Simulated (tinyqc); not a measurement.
Worked calculation: plane-wave Kohn-Sham cycle with exchange-only LDA in a layered model solid. Computed by tinyqc, a small Python program that keeps every step. Settings: points = 16, plane-wave index or count = 3, electrons = 2, k points = 1, area = 10.0, mixing = 0.8, iteration cap = 80. Command: `OMP_NUM_THREADS=1 python tinyqc.py 24626 24627 out.jsonl` (the two numbers bound the seeds that draw the settings). One thread of a shared host (Intel(R) Xeon(R) Processor @ 2.60GHz), about 0.01 s of CPU time with the checks. Later iterations appear only in the table of the cycle.

## Iteration 1: potential

A solid whose potential varies along x alone (atomic units):
```
parameter                      value
period a                    5.200000
cross-section of the cell  10.000000
electrons per cell                 2
grid points                       16
plane waves -n..n, n               3
k points                           1
V1 in V1 cos(2 pi x/a)     -0.250000
V2 in V2 cos(4 pi x/a)      0.000000
```

density at the start, on the grid x_j = j a/N (e/bohr^3): [0.038462, 0.038462, 0.038462, 0.038462, 0.038462, 0.038462, 0.038462, 0.038462, 0.038462, 0.038462, 0.038462, 0.038462, 0.038462, 0.038462, 0.038462, 0.038462]

V_H(G) = 4 pi rho(G)/G^2 for G != 0 (uniform background); v_x = -(3 rho/pi)^(1/3); V = V_ext + V_H + v_x; Fourier components f(G_m) = (1/N) sum_j f(x_j) exp(-i G_m x_j).

Potentials on the grid (hartree):
```
x         V_ext     V_H      v_x        V
0.0000  -0.2500  0.0000  -0.3324  -0.5824
0.3250  -0.2310  0.0000  -0.3324  -0.5634
0.6500  -0.1768  0.0000  -0.3324  -0.5092
0.9750  -0.0957  0.0000  -0.3324  -0.4281
1.3000        0  0.0000  -0.3324  -0.3324
1.6250   0.0957  0.0000  -0.3324  -0.2367
1.9500   0.1768  0.0000  -0.3324  -0.1556
2.2750   0.2310  0.0000  -0.3324  -0.1014
2.6000   0.2500  0.0000  -0.3324  -0.0824
2.9250   0.2310  0.0000  -0.3324  -0.1014
3.2500   0.1768  0.0000  -0.3324  -0.1556
3.5750   0.0957  0.0000  -0.3324  -0.2367
3.9000        0  0.0000  -0.3324  -0.3324
4.2250  -0.0957  0.0000  -0.3324  -0.4281
4.5500  -0.1768  0.0000  -0.3324  -0.5092
4.8750  -0.2310  0.0000  -0.3324  -0.5634
```

V(G_m), m = 0, 1, 2, ... (hartree): [-0.3324, -0.1250, 0.0000, 0.0000, 0.0000, 0.0000, 0.0000]

## Iteration 1: Hamiltonian at one k

k = 0.0000 2 pi / a

H(m,m') = (k + G_m)^2/2 delta + V(G_m - G_m'), with V(-G) = V(G).

H (hartree), order -3, -2, -1, +0, +1, +2, +3:
```
[[6.2376, -0.1250, 0.0000, 0.0000, 0.0000, 0.0000, 0.0000],
 [-0.1250, 2.5876, -0.1250, 0.0000, 0.0000, 0.0000, 0.0000],
 [0.0000, -0.1250, 0.3976, -0.1250, 0.0000, 0.0000, 0.0000],
 [0.0000, 0.0000, -0.1250, -0.3324, -0.1250, 0.0000, 0.0000],
 [0.0000, 0.0000, 0.0000, -0.1250, 0.3976, -0.1250, 0.0000],
 [0.0000, 0.0000, 0.0000, 0.0000, -0.1250, 2.5876, -0.1250],
 [0.0000, 0.0000, 0.0000, 0.0000, 0.0000, -0.1250, 6.2376]]
```

## Iteration 1: levels at that k

Diagonalise the Hermitian matrix.

eigenvalues (hartree): [-0.3732, 0.3905, 0.4313, 2.5904, 2.5905, 6.2419, 6.2419]

## Iteration 1: new density

Motion across x is left out: the lowest 1 band(s) hold two electrons at each of the k points (j + 1/2)/nk - 1/2. Residual R = rho(out) - rho(in); rho(new) = rho(in) + 0.8 R. rho(out) = 2/(a A nk) sum |psi|^2 with psi = sum c exp(i G x). Harris energy E = band energy - dV sum rho (V_H/2 + v_x) + (3/4) dV sum rho v_x with rho(in), dV = a A/N, band energy = (2/nk) sum of the filled levels.

rho(out) (e/bohr^3): [0.065621, 0.062807, 0.055304, 0.045389, 0.035511, 0.027351, 0.021606, 0.018299, 0.017231, 0.018299, 0.021606, 0.027351, 0.035511, 0.045389, 0.055304, 0.062807]

density after iteration 1 (e/bohr^3): [0.060189, 0.057938, 0.051935, 0.044004, 0.036101, 0.029573, 0.024977, 0.022332, 0.021477, 0.022332, 0.024977, 0.029573, 0.036101, 0.044004, 0.051935, 0.057938]

energy per cell = -0.580247 hartree

## Iteration 2: potential

As before.

Potentials on the grid (hartree):
```
x         V_ext      V_H      v_x        V
0.0000  -0.2500   0.1706  -0.3859  -0.4653
0.3250  -0.2310   0.1564  -0.3810  -0.4556
0.6500  -0.1768   0.1168  -0.3674  -0.4274
0.9750  -0.0957   0.0595  -0.3477  -0.3838
1.3000        0  -0.0051  -0.3255  -0.3305
1.6250   0.0957  -0.0667  -0.3045  -0.2756
1.9500   0.1768  -0.1168  -0.2879  -0.2279
2.2750   0.2310  -0.1492  -0.2773  -0.1955
2.6000   0.2500  -0.1604  -0.2737  -0.1841
2.9250   0.2310  -0.1492  -0.2773  -0.1955
3.2500   0.1768  -0.1168  -0.2879  -0.2279
3.5750   0.0957  -0.0667  -0.3045  -0.2756
3.9000        0  -0.0051  -0.3255  -0.3305
4.2250  -0.0957   0.0595  -0.3477  -0.3838
4.5500  -0.1768   0.1168  -0.3674  -0.4274
4.8750  -0.2310   0.1564  -0.3810  -0.4556
```

V(G_m), m = 0, 1, 2, ... (hartree): [-0.3276, -0.0704, 0.0015, 0.0001, 0.0000, 0.0000, 0.0000]

## Iteration 2: Hamiltonian at one k

k = 0.0000 2 pi / a

As before.

H (hartree), order -3, -2, -1, +0, +1, +2, +3:
```
[[6.2424, -0.0704, 0.0015, 0.0001, 0.0000, 0.0000, 0.0000],
 [-0.0704, 2.5924, -0.0704, 0.0015, 0.0001, 0.0000, 0.0000],
 [0.0015, -0.0704, 0.4024, -0.0704, 0.0015, 0.0001, 0.0000],
 [0.0001, 0.0015, -0.0704, -0.3276, -0.0704, 0.0015, 0.0001],
 [0.0000, 0.0001, 0.0015, -0.0704, 0.4024, -0.0704, 0.0015],
 [0.0000, 0.0000, 0.0001, 0.0015, -0.0704, 2.5924, -0.0704],
 [0.0000, 0.0000, 0.0000, 0.0001, 0.0015, -0.0704, 6.2424]]
```

## Iteration 2: levels at that k

As before.

eigenvalues (hartree): [-0.3410, 0.3986, 0.4149, 2.5933, 2.5933, 6.2437, 6.2437]

## Iteration 2: new density

As before.

rho(out) (e/bohr^3): [0.053770, 0.052388, 0.048586, 0.043260, 0.037516, 0.032326, 0.028337, 0.025873, 0.025044, 0.025873, 0.028337, 0.032326, 0.037516, 0.043260, 0.048586, 0.052388]

density after iteration 2 (e/bohr^3): [0.055054, 0.053498, 0.049256, 0.043409, 0.037233, 0.031775, 0.027665, 0.025165, 0.024331, 0.025165, 0.027665, 0.031775, 0.037233, 0.043409, 0.049256, 0.053498]

energy per cell = -0.552518 hartree

## Convergence

Stop when sqrt(dV sum R^2) is below 1e-8, dV = a A/N.

Course of the cycle:
```
iteration  E (hartree)  norm of the residual
1            -0.580247              1.23e-01
2            -0.552518              2.59e-02
3            -0.551433              5.68e-03
4            -0.551377              1.30e-03
5            -0.551374              2.81e-04
6            -0.551374              6.44e-05
7            -0.551374              1.39e-05
8            -0.551374              3.19e-06
9            -0.551374              6.91e-07
10           -0.551374              1.58e-07
11           -0.551374              3.43e-08
12           -0.551374              7.81e-09
```

Converged in 12 iterations. Before convergence this energy mixes input and output and is not variational, so it may rise towards its limit.
